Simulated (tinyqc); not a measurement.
Doping from the body effect.

Problem. The threshold of a long MOSFET, counted against the source, shifts by gamma (sqrt(2 phiF + Vsb) - sqrt(2 phiF)) with gamma = sqrt(2 eps0 eps_r q N)/Cox. Find 2 phiF, gamma and N from two shifts.

Values chosen for this exercise: relative permittivity eps_r = 14.1.

Constants: q = 1.602176634e-19 C, eps0 = 8.8541878128e-14 F/cm where lengths are in cm. Results are converted to the units shown.

|VT - VT(0)| at source-body biases 0.8 and 2.1 V (V): [0.078438491, 0.16185672]
Cox = 0.20312549 uF/cm^2

Solution. The ratio of the shifts depends on 2 phiF alone and rises steadily with it, so it fixes 2 phiF; either shift then gives gamma, and gamma gives N.

2 phiF = 0.433 V
gamma = 0.173 V^0.5
N = 3.10e15 cm^-3

Computed by the program tinyqc: `OMP_NUM_THREADS=1 python tinyqc.py 2060161 2060162 out.jsonl`, one thread of a shared Intel Xeon 2.30GHz, about 0.01 s for the whole run.
